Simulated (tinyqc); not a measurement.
## On-chip interconnect, size-dependent resistivity and RC delay: course in time

A rectangular line between two neighbours and two ground planes. Surface and grain-boundary scattering are added to the bulk resistivity as corrections; capacitances are parallel-plate values without fringing; inductance is ignored.

7 equal pi sections: series Rs = r Lw/7; node capacitances c Lw/7, halved at nodes 0 and 7, with Cl added to node 7; Rd feeds node 0. Elmore delay of node k: the sum, over the resistors on the path to k, of resistance times all capacitance downstream of it.

A 1 V step is applied behind Rd at t = 0. C dv/dt = -G v + b, with G the conductance matrix of the ladder (1/Rs between neighbours, 1/Rd added at node 0) and b = (1 V/Rd, 0, ...). Trapezoidal step: (C/dt + G/2) v(new) = (C/dt - G/2) v + b. The last column solves the same ladder exactly by its modes.

Values chosen for this exercise:

| symbol | value | unit | meaning |
|---|---|---|---|
| Rd | 2400 | ohm | driver resistance |
| dt | 4.1 | ps | time step |

Rs = 30.1150 ohm

```
node,C (fF)
0,0.470543
1,0.941087
2,0.941087
3,0.941087
4,0.941087
5,0.941087
6,0.941087
7,0.527543
```

Voltages (V):
```
t (ps),node 0,node 3,node 7,"node 7, exact"
4.100,0.2708,0.2215,0.1985,0.2097
8.200,0.3881,0.3955,0.3964,0.3844
12.30,0.5648,0.5280,0.5135,0.5204
16.40,0.6239,0.6349,0.6357,0.6264
20.50,0.7420,0.7134,0.7047,0.7089
24.60,0.7672,0.7799,0.7802,0.7733
28.70,0.8486,0.8257,0.8207,0.8234
32.80,0.8545,0.8676,0.8673,0.8624
36.90,0.9127,0.8936,0.8912,0.8928
41.00,0.9078,0.9207,0.9199,0.9165
45.10,0.9512,0.9348,0.9341,0.9349
49.20,0.9404,0.9528,0.9515,0.9493
```

What does the table show?

The far end of the ladder reaches 0.5 V at 11.62 ps, 0.698 of its Elmore delay (ln 2 = 0.693 for a single pole); the slowest mode has a time constant of 16.42 ps. The largest error of the trapezoidal steps at that node is 12 mV. Node 0 swings up and down from step to step: the trapezoidal rule does not damp modes much faster than dt, so these swings are numerical.

Computed by the program tinyqc: `OMP_NUM_THREADS=1 python tinyqc.py 2100125 2100126 out.jsonl`, one thread of a shared Intel Xeon 2.30GHz, about 0.01 s for the whole run.
